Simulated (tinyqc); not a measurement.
Worked calculation: Hueckel theory of the pi electrons, for the molecule c1ccc2cccc-2cc1 (SMILES; centres numbered as the heavy atoms are written). One step of it, computed by the program tinyqc.

Problem. Orbitals. Diagonalise; E = alpha + x beta with beta < 0, so the largest x are filled first; degenerate levels share their electrons. P = sum n_i c_ri c_si; each orbital has its largest coefficient positive (the first on a tie).

Hueckel matrix in units of beta (H = alpha + beta A):
```
,1C,2C,3C,4C,5C,6C,7C,8C,9C,10C
1C,0.000000,1.000000,0.000000,0.000000,0.000000,0.000000,0.000000,0.000000,0.000000,1.000000
2C,1.000000,0.000000,1.000000,0.000000,0.000000,0.000000,0.000000,0.000000,0.000000,0.000000
3C,0.000000,1.000000,0.000000,1.000000,0.000000,0.000000,0.000000,0.000000,0.000000,0.000000
4C,0.000000,0.000000,1.000000,0.000000,1.000000,0.000000,0.000000,1.000000,0.000000,0.000000
5C,0.000000,0.000000,0.000000,1.000000,0.000000,1.000000,0.000000,0.000000,0.000000,0.000000
6C,0.000000,0.000000,0.000000,0.000000,1.000000,0.000000,1.000000,0.000000,0.000000,0.000000
7C,0.000000,0.000000,0.000000,0.000000,0.000000,1.000000,0.000000,1.000000,0.000000,0.000000
8C,0.000000,0.000000,0.000000,1.000000,0.000000,0.000000,1.000000,0.000000,1.000000,0.000000
9C,0.000000,0.000000,0.000000,0.000000,0.000000,0.000000,0.000000,1.000000,0.000000,1.000000
10C,1.000000,0.000000,0.000000,0.000000,0.000000,0.000000,0.000000,0.000000,1.000000,0.000000
```

pi electrons, sum of z_r less the charge = 10

Give: x values; occupations; coefficients; charge and bond-order matrix P.

Solution.

x values: 2.310  1.652  1.356  0.887  0.477  -0.400  -0.738  -1.579  -1.869  -2.095

occupations: 2.000  2.000  2.000  2.000  2.000  0.000  0.000  0.000  0.000  0.000

coefficients:
```
,MO1,MO2,MO3,MO4,MO5,MO6,MO7,MO8,MO9,MO10
1C,0.173,0.525,0.000,0.360,0.000,0.511,0.000,0.342,0.433,0.000
2C,0.200,0.433,0.357,0.160,-0.335,-0.102,0.484,-0.270,-0.405,0.160
3C,0.289,0.191,0.484,-0.219,-0.160,-0.470,-0.357,0.084,0.323,-0.335
4C,0.467,-0.118,0.299,-0.354,0.259,0.290,-0.221,0.136,-0.200,0.543
5C,0.323,-0.268,0.221,0.259,0.543,0.063,0.299,-0.436,0.250,-0.259
6C,0.280,-0.324,0.000,0.583,0.000,-0.316,0.000,0.553,-0.267,0.000
7C,0.323,-0.268,-0.221,0.259,-0.543,0.063,-0.299,-0.436,0.250,0.259
8C,0.467,-0.118,-0.299,-0.354,-0.259,0.290,0.221,0.136,-0.200,-0.543
9C,0.289,0.191,-0.484,-0.219,0.160,-0.470,0.357,0.084,0.323,0.335
10C,0.200,0.433,-0.357,0.160,0.335,-0.102,-0.484,-0.270,-0.405,-0.160
```

charge and bond-order matrix P:
```
,1C,2C,3C,4C,5C,6C,7C,8C,9C,10C
1C,0.870,0.639,0.143,-0.217,0.017,0.177,0.017,-0.217,0.143,0.639
2C,0.639,0.986,0.664,0.011,-0.227,0.017,0.186,-0.068,-0.242,0.026
3C,0.143,0.664,0.855,0.586,0.011,-0.217,-0.068,0.172,-0.185,-0.242
4C,-0.217,0.011,0.586,1.027,0.596,-0.074,-0.231,0.401,0.172,-0.068
5C,0.017,-0.227,0.011,0.596,1.173,0.656,-0.201,-0.231,-0.068,0.186
6C,0.177,0.017,-0.217,-0.074,0.656,1.047,0.656,-0.074,-0.217,0.017
7C,0.017,0.186,-0.068,-0.231,-0.201,0.656,1.173,0.596,0.011,-0.227
8C,-0.217,-0.068,0.172,0.401,-0.231,-0.074,0.596,1.027,0.586,0.011
9C,0.143,-0.242,-0.185,0.172,-0.068,-0.217,0.011,0.586,0.855,0.664
10C,0.639,0.026,-0.242,-0.068,0.186,0.017,-0.227,0.011,0.664,0.986
```
